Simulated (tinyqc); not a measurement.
Transmission around the level: tunnelling through a thin dielectric with one trap, as a tight-binding chain.

Hopping -t everywhere, t = c/(m a^2), c = hbar^2/2m0; lead sites at 2t (band bottom 0), barrier sites 1 to N at 2t + phi, and site j has U besides. No voltage. Leads give S = -t exp(ika) on sites 1 and N, cos(ka) = 1 - E/(2t). T = (2 t sin(ka))^2 |G_1N|^2, G = (E - H - S)^-1. In the barrier cosh(q a) = 1 + (phi - E)/(2t).

Resonance: the lowest eigenvalue of H + S(E), iterated until its real part equals E (40 rounds from Eb = phi + 2t - sqrt(4t^2 + U^2), the level in an endless barrier). With v the normalised squared amplitudes of that state, Gamma_L = 2 t sin(ka) v_1, Gamma_R = 2 t sin(ka) v_N; Breit-Wigner T = Gamma_L Gamma_R/((E - Er)^2 + (Gamma_L + Gamma_R)^2/4).

Constants: hbar^2/2m0 = 3.80998211 eV angstrom^2.

Values chosen for the exercise (barrier and mass of the size used for Si3N4 on silicon; shifted at random, so the results belong to these values and not to a real crystal): a = 2.5 angstrom (site spacing); m = 0.45 m0 (mass, the same in leads and barrier); phi = 2.04 eV (conduction edge of the barrier above that of the leads); N = 7 (barrier sites); j = 5 (site of the trap); U = -2.4 eV (extra energy on the trap site).

Er = 1.13755 eV

widths (meV): left 2.4156, right 58.633

Energies Er + x (Gamma_L + Gamma_R).

T:
```
x     E (eV)     chain  Breit-Wigner   no trap
-8.0  0.6492  9.54e-05      0.000591  4.58e-06
-3.0  0.9544   0.00213       0.00411  2.09e-05
-1.0  1.0765    0.0247        0.0304  3.88e-05
-0.5  1.1070    0.0685        0.0760  4.54e-05
0.0   1.1375     0.152         0.152  5.33e-05
0.5   1.1681    0.0868        0.0760  6.26e-05
1.0   1.1986    0.0394        0.0304  7.36e-05
3.0   1.3207   0.00853       0.00411  0.000144
8.0   1.6259   0.00422      0.000591  0.000933
```

At Er the chain gives 0.152, 2.84e+03 times the value without trap, and Breit-Wigner 0.152. In the wings the single pole gives 6.2 times the chain value at x = -8 and 0.14 times at x = 8, because the widths and the level shift change with energy.

tinyqc: `OMP_NUM_THREADS=1 python tinyqc.py 1450473 1450474 out.jsonl`; about 0.07 s, one thread, shared Intel(R) Xeon(R) Processor @ 2.30GHz.
